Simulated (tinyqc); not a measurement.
## Charge-trap memory cell: effect of the gate voltage

Channel, tunnel oxide, storage layer, blocking layer, gate. N electrons per area sit in a sheet at the centroid and shift the threshold by U = (q/eps0) N (tb/eb + xc tn/en). EOT = t1 + 3.9 (tn/en + tb/eb); tunnel field F = (Vg - U)/EOT; dN/dt = eta (J/q)(1 - N/Nm). Fowler-Nordheim: J = A F^2 exp(-B/F), A = q^2/(16 pi^2 hbar mo phi) (times 1e14 for A/cm^2 with F in V/nm, emitter mass m0), B = (4/3) sqrt(mo/C) phi^1.5, C = hbar^2/(2 m0).

After 0.001 s. The rate equation is integrated from N = 0 to the digits shown; blocking field (3.9 F + q N/eps0)/eb.

Parameters, values chosen for the exercise; oxide values close to those of silicon dioxide, storage layer close to silicon nitride, blocking layer close to aluminium oxide:
```
symbol,value,unit,meaning
phi,3.1,eV,tunnel barrier
mo,0.44,m0,tunnelling mass
t1,5.2,nm,tunnel oxide (permittivity 3.9)
tn,6.7,nm,storage layer
en,7.3,,its relative permittivity
tb,13.9,nm,blocking layer
eb,9,,its relative permittivity
xc,0.62,,"charge centroid, share of tn counted from the blocking side"
eta,0.65,,capture efficiency of an empty layer
Nm,1.3e13,cm^-2,trap density
```

Constants: q = 1.602176634e-19 C, hbar = 1.054571817e-34 J s, m0 = 9.1093837015e-31 kg, eps0 = 8.8541878128e-14 F/cm where lengths are in cm, hbar^2/(2 m0) = 0.0380998212 eV nm^2. Results are converted to the units shown.

Effect of the gate voltage:
```
Vg (V)	N/Nm	U (V)	F (V/nm)	blocking field (V/nm)
16.8	0.5303	2.637	0.9568	0.5532
17.7	0.6767	3.364	0.9684	0.5965
18.5	0.7968	3.961	0.9821	0.6339
19.4	0.9114	4.531	1.004	0.6735
20.2	0.9790	4.867	1.036	0.7047
21.1	0.9998	4.971	1.090	0.7335
21.9	1.000	4.972	1.144	0.7569
22.8	1.000	4.972	1.204	0.7833
```

U rises from 2.64 to 4.97 V; the slope between neighbouring rows is at most 0.809 and 0 between the last two rows. In the upper rows it falls short of the 1 of a floating gate because capture weakens as the traps fill (100 % in the last row); where little charge has entered in the time given, the slope is small in any case. The blocking field reaches 7.83 MV/cm, where electrons may escape to the gate, which the model leaves out.

Range of the model: The Fowler-Nordheim form needs F t1 above phi; trap-assisted paths and leakage through the blocking layer are left out.

tinyqc, about 0.06 s, one thread, Intel Xeon 2.30GHz (shared host): `OMP_NUM_THREADS=1 python tinyqc.py 2130153 2130154 out.jsonl`
